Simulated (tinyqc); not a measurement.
# Worked calculation: current crowding under a contact, resistor ladder against the transmission-line model

tinyqc, about 0.01 s, one thread, Intel Xeon 2.30GHz (shared host): `OMP_NUM_THREADS=1 python tinyqc.py 2760122 2760123 out.jsonl` Printed values are rounded.

A metal contact of length d and width W on a thin layer of the same width. The metal has no resistance, the sheet resistance under it equals Rsh, and current enters the layer at the front edge x = 0.

Inputs (values chosen for the exercise): sheet resistance of the semiconductor layer Rsh = 110 ohm/sq; specific contact resistivity rc = 1.8e-8 ohm cm^2; contact length d = 0.067 um; contact width W = 3.7 um; cells n = 10; current I = 1 mA.

## Conductances of the ladder

Cut the contact into n cells of length hc = d/n. Neighbouring cell centres are joined by a = W/(Rsh hc), each centre joins the metal (0 V) by g = W hc/rc, and I enters cell 1 through half a cell: -a v_(i-1) + b_i v_i - a v_(i+1) = I for i = 1 and 0 otherwise, b_i = g + 2 a (g + a at both ends). Rc = v_1/I + 1/(2 a).

a = 5.020353 S
g = 0.01377222 S
b_i, cell 1 to 10 (S): [5.034125, 10.05448, 10.05448, 10.05448, 10.05448, 10.05448, 10.05448, 10.05448, 10.05448, 5.034125]

## Voltages and the share of the current

Cut the contact into n cells of length hc = d/n. Neighbouring cell centres are joined by a = W/(Rsh hc), each centre joins the metal (0 V) by g = W hc/rc, and I enters cell 1 through half a cell: -a v_(i-1) + b_i v_i - a v_(i+1) = I for i = 1 and 0 otherwise, b_i = g + 2 a (g + a at both ends). Rc = v_1/I + 1/(2 a). Cell i passes g v_i to the metal.

v_i, cell 1 to 10 (mV): [7.816999, 7.639254, 7.482465, 7.346203, 7.230094, 7.133819, 7.057114, 6.999769, 6.961626, 6.942580]
share of the current, cell 1 to 10 (%): [10.76574, 10.52095, 10.30502, 10.11735, 9.95745, 9.82485, 9.71921, 9.64024, 9.58771, 9.56148]
Rc of the ladder = 7.916593 ohm

The first cell passes 10.8 % of the current and the last 9.56 %; an even spread would give 10.0 % each.

## The transmission-line result

Transfer length Lt = sqrt(rc/Rsh); front resistance Rc = (Rsh Lt/W) coth(d/Lt); end resistance Re = (Rsh Lt/W)/sinh(d/Lt). v(x) = I (Rsh Lt/W) cosh((d - x)/Lt)/sinh(d/Lt) at the cell centres x = (i - 1/2) d/n.

Lt = 0.1279204 um
Rc = 7.913122 ohm
Re = 6.939336 ohm
v(x), cell 1 to 10 (mV): [7.816230, 7.638465, 7.481659, 7.345382, 7.229261, 7.132975, 7.056262, 6.998911, 6.960764, 6.941716]

The ladder's Rc is 0.044 % above this value, with cells 0.052 Lt long.
